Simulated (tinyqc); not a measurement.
Segment and feed resistance from two drops.

Question. A rail is fed at one end through Rq; K loads of Ij follow, each after a segment Rs. The drop at load j is K Ij Rq + Rs Ij sum_(l=1..j) (K - l + 1). Find Rs, Rq and the worst drop, at the middle, if the rail were fed through Rq at both ends: K Ij Rq/2 + Rs Ij K^2/8 with the load taken as continuous.

Values chosen for this exercise: number of equal loads K = 10; current of each load Ij = 1.3 mA.

drops at the first and at the last load (mV): [14.17, 25.87]

Answer. The difference of the two drops is Rs Ij K (K - 1)/2, which gives Rs; the first drop then gives Rq.

Rs = 0.200 ohm
Rq = 0.890 ohm
drop at the middle with two feeds = 9.04 mV

Computed by the program tinyqc: `OMP_NUM_THREADS=1 python tinyqc.py 2770125 2770126 out.jsonl`, one thread of a shared Intel Xeon 2.30GHz, about 0.3 s for the whole run.
